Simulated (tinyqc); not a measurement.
Inside a calculation. Method: Pariser-Parr-Pople SCF with singles CI, for the molecule C=CC1=CC(=O)C=CC1=O (SMILES; centres numbered as the heavy atoms are written). One step of it, computed by the program tinyqc.

Task: Iteration 2: orbitals and new P. Diagonalise F (the basis is taken as orthonormal) and form P = 2 sum c c over the lowest orbitals; 0.5 of the old P is kept.

F (eV), order 1C, 2C, 3C, 4C, 5C, 6O, 7C, 8C, 9C, 10O:
```
[[-5.447162, -5.772997, -0.066773, 0.648734, 0.073637, -0.229894, -0.082785, -0.041086, 0.170496, 0.054280],
 [-5.772997, -5.821718, -3.935178, 0.028166, 0.105254, -0.027091, 0.019635, 0.018276, -0.055020, 0.225302],
 [-0.066773, -3.935178, -6.113141, -5.264165, -0.177460, 0.491478, 0.314277, 0.079717, -3.772986, -0.035113],
 [0.648734, 0.028166, -5.264165, -6.063852, -4.015988, 0.005739, 0.068571, 0.376340, -0.159528, 0.454523],
 [0.073637, 0.105254, -0.177460, -4.015988, -5.211994, -5.494729, -3.895529, -0.177761, 0.132731, 0.110224],
 [-0.229894, -0.027091, 0.491478, 0.005739, -5.494729, -11.403231, -0.029588, 0.521532, 0.112140, -0.454457],
 [-0.082785, 0.019635, 0.314277, 0.068571, -3.895529, -0.029588, -6.040786, -5.547543, -0.194727, 0.552484],
 [-0.041086, 0.018276, 0.079717, 0.376340, -0.177761, 0.521532, -5.547543, -6.108851, -3.925258, -0.024754],
 [0.170496, -0.055020, -3.772986, -0.159528, 0.132731, 0.112140, -0.194727, -3.925258, -5.328406, -5.602235],
 [0.054280, 0.225302, -0.035113, 0.454523, 0.110224, -0.454457, 0.552484, -0.024754, -5.602235, -11.584676]]
```

pi electrons, sum of z_r less the charge = 10

P after iteration 1, order 1C, 2C, 3C, 4C, 5C, 6O, 7C, 8C, 9C, 10O:
```
[[0.979548, 0.902722, 0.025588, -0.354153, -0.051393, 0.197980, 0.059974, 0.025118, -0.073263, -0.020077],
 [0.902722, 0.997940, 0.412448, -0.010793, -0.057468, 0.018712, -0.012002, -0.009979, 0.021084, -0.094135],
 [0.025588, 0.412448, 0.968665, 0.767065, 0.068002, -0.263746, -0.135023, -0.030548, 0.369084, 0.012985],
 [-0.354153, -0.010793, 0.767065, 0.981117, 0.434018, -0.002123, -0.026277, -0.161748, 0.061139, -0.243926],
 [-0.051393, -0.057468, 0.068002, 0.434018, 0.854713, 0.750521, 0.401788, 0.068127, -0.057043, -0.066468],
 [0.197980, 0.018712, -0.263746, -0.002123, 0.750521, 1.223980, 0.010942, -0.279887, -0.067623, 0.358439],
 [0.059974, -0.012002, -0.135023, -0.026277, 0.401788, 0.010942, 0.965623, 0.842693, 0.074618, -0.296485],
 [0.025118, -0.009979, -0.030548, -0.161748, 0.068127, -0.279887, 0.842693, 0.970295, 0.409800, 0.009156],
 [-0.073263, 0.021084, 0.369084, 0.061139, -0.057043, -0.067623, 0.074618, 0.409800, 0.844796, 0.777109],
 [-0.020077, -0.094135, 0.012985, -0.243926, -0.066468, 0.358439, -0.296485, 0.009156, 0.777109, 1.213322]]
```

Give: orbital energies; P after iteration 2.

Result:

orbital energies (eV): [-16.544, -15.427, -13.519, -12.207, -10.615, -4.939, -1.036, 0.359, 1.365, 3.439]

P after iteration 2, order 1C, 2C, 3C, 4C, 5C, 6O, 7C, 8C, 9C, 10O:
```
[[0.949, 0.907, 0.046, -0.347, -0.078, 0.180, 0.045, 0.037, -0.054, -0.032],
 [0.907, 1.007, 0.401, -0.029, -0.063, 0.033, -0.018, -0.002, 0.033, -0.088],
 [0.046, 0.401, 0.955, 0.785, 0.105, -0.252, -0.121, -0.046, 0.344, 0.018],
 [-0.347, -0.029, 0.785, 0.979, 0.412, -0.006, -0.038, -0.150, 0.094, -0.230],
 [-0.078, -0.063, 0.105, 0.412, 0.764, 0.747, 0.373, 0.104, -0.026, -0.097],
 [0.180, 0.033, -0.252, -0.006, 0.747, 1.352, 0.018, -0.262, -0.100, 0.296],
 [0.045, -0.018, -0.121, -0.038, 0.373, 0.018, 0.946, 0.859, 0.116, -0.279],
 [0.037, -0.002, -0.046, -0.150, 0.104, -0.262, 0.859, 0.959, 0.382, 0.011],
 [-0.054, 0.033, 0.344, 0.094, -0.026, -0.100, 0.116, 0.382, 0.748, 0.772],
 [-0.032, -0.088, 0.018, -0.230, -0.097, 0.296, -0.279, 0.011, 0.772, 1.339]]
```
